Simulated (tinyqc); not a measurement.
Worked calculation: RKS/LDA (VWN5) in the sto-3g basis, for H4, spin multiplicity 1. One step of it, computed by the program tinyqc.

Question. Orthogonalisation. S = U s U^T; canonical form X = U s^(-1/2), so that X^T S X = 1. Each column of U has its largest component positive (the first on a tie).

overlap S:
```
,1H 1s,2H 1s,3H 1s,4H 1s
1H 1s,1.000000,0.236852,0.455097,0.142530
2H 1s,0.236852,1.000000,0.142530,0.455097
3H 1s,0.455097,0.142530,1.000000,0.236852
4H 1s,0.142530,0.455097,0.236852,1.000000
```

Give: eigenvalues of S; X.

Answer.

eigenvalues of S: 0.451  0.639  1.076  1.834

X:
```
,1,2,3,4
1H 1s,0.745,0.625,0.482,0.369
2H 1s,-0.745,0.625,-0.482,0.369
3H 1s,-0.745,-0.625,0.482,0.369
4H 1s,0.745,-0.625,-0.482,0.369
```
